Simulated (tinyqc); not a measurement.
# Worked calculation: signal and retention of a DRAM cell

Numbers from tinyqc (`OMP_NUM_THREADS=1 python tinyqc.py 2130107 2130108 out.jsonl`; about 0.01 s on one thread of a shared Intel Xeon 2.30GHz). Printed values are rounded.

A stored one starts at Vd and leaks: Cs dV/dt = -I(V), I = a sqrt((V + Vb)/(Vd + Vb)) + b, with a = Ig exp[-(Eg1 q/kB)(1/T - 1/T0)] (generation in a depletion layer) and b = Is exp[-(Es q/kB)(1/T - 1/T0)]. The bit line is precharged to Vd/2, and charge sharing gives the signal (V - Vd/2) Cs/(Cs + Cb).

Parameters, values chosen for the exercise: array voltage Vd = 1.2 V; cell capacitance Cs = 10 fF; bit-line capacitance Cb = 44 fF; smallest signal that the sense amplifier resolves dm = 50 mV; built-in plus back-bias voltage of the storage junction Vb = 1.39 V; junction leakage at V = Vd and T0 Ig = 0.53 fA; voltage-independent leakage at T0 Is = 0.15 fA; activation energy of Is Es = 0.37 eV; reference temperature T0 = 358 K; temperature T = 378 K; deviation of ln(retention time) over the cells sg = 0.98; cells Nc = 1.72e10; refresh interval tr = 32 ms; activation energy of Ig Eg1 = 0.54 eV.

Constants: q = 1.602176634e-19 C, kB = 1.380649e-23 J/K. Results are converted to the units shown.

Range of the model: Real arrays also hold a tail of unusually leaky cells and cells whose retention varies in time, which this model lacks.

## Signal and margin

The cell fails below Vc = Vd/2 + dm (Cs + Cb)/Cs.

transfer ratio = 0.185185
signal of a fresh one = 111.111 mV
Vc = 0.87 V
charge that may be lost = 3.3 fC
the same in electrons = 20597.0

## Retention time

With s = sqrt((Vc + Vb)/(Vd + Vb)), the time from Vd to Vc is t = [2 Cs (Vd + Vb)/a] [1 - s - (b/a) ln((a + b)/(a s + b))].

a = 1.33811 fA
b = 0.282933 fA
retention time = 2.09250 s
estimate with the current held at a + b = 2.03572 s

The constant-current estimate is 2.7 % below the true time, since the junction leaks less as V falls.

## Failing cells

This time is the median of a log-normal spread: failing cells = Nc erfc(z/sqrt 2)/2, z = ln(t/tr)/sg. One failure is expected at the interval where that count equals 1.

z = 4.26569
failing cells = 1.71383e5
interval for one failure = 3.78439 ms

The weakest cell of the array lies about 6.44 deviations out, a factor of 553 below the median; the chosen interval is longer than that time.
